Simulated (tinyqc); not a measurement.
Pillar capacitor in an array: capacitance, non-linearity, leakage and relaxation: one step of the calculation.

A film between two metal electrodes, each interface adding a series capacitance ci. The small-signal permittivity is ek (1 + aq E^2); the field is found with the linear permittivity. Leakage J = J0 sinh(E/Ef). After a voltage step the film passes a relaxation current kr C V tt^(-nr), tt being the time in seconds. The sidewall is a coaxial capacitor with radii a = dm/2 and b = dm/2 + t, depth AR dm; the end face is left out.

Problem. Cell capacitance, fields and time constant. Per length 1/c = ln(b/a)/(2 pi eps0 ek) + (1/a + 1/b)/(2 pi ci); cell capacitance c AR dm; per footprint over pt^2; fields c V/(2 pi eps0 ek r) at r = a and b; resistance of the inner electrode rho AR dm/(pi a^2); time constant R C/3 of the distributed line.

Parameters, values chosen for the exercise; permittivity of the order of that of strontium titanate:

| symbol | value | unit | meaning |
|---|---|---|---|
| ek | 142 |  | relative permittivity of the film |
| t | 29 | nm | film thickness |
| ci | 84 | uF/cm^2 | capacitance of each electrode interface (dead layer and screening) |
| V | 1.5 | V | bias |
| dm | 350 | nm | diameter of the pillar |
| AR | 70 |  | aspect ratio, depth over diameter |
| pt | 690 | nm | pitch of the square array |
| rho | 1300 | uohm cm | resistivity of the inner electrode |

Constants: eps0 = 8.8541878128e-14 F/cm where lengths are in cm. Results are converted to the units shown.

Give: a; b; cell capacitance; capacitance per footprint; field at a; field at b; R; R C/3.

Solution.

a = 175.00 nm
b = 204.00 nm
cell capacitance = 1143.7 fF
capacitance per footprint = 240.23 uF/cm^2
field at a = 0.50651 MV/cm
field at b = 0.43451 MV/cm
R = 3.3104 kohm
R C/3 = 1262.1 ps

The array gives 61.1 times the planar capacitance per footprint; curvature makes the field at the inner electrode 1.08 times the planar value.

Program tinyqc, `OMP_NUM_THREADS=1 python tinyqc.py 2102106 2102107 out.jsonl`; Intel Xeon 2.30GHz, shared host, one thread, about 0.01 s.
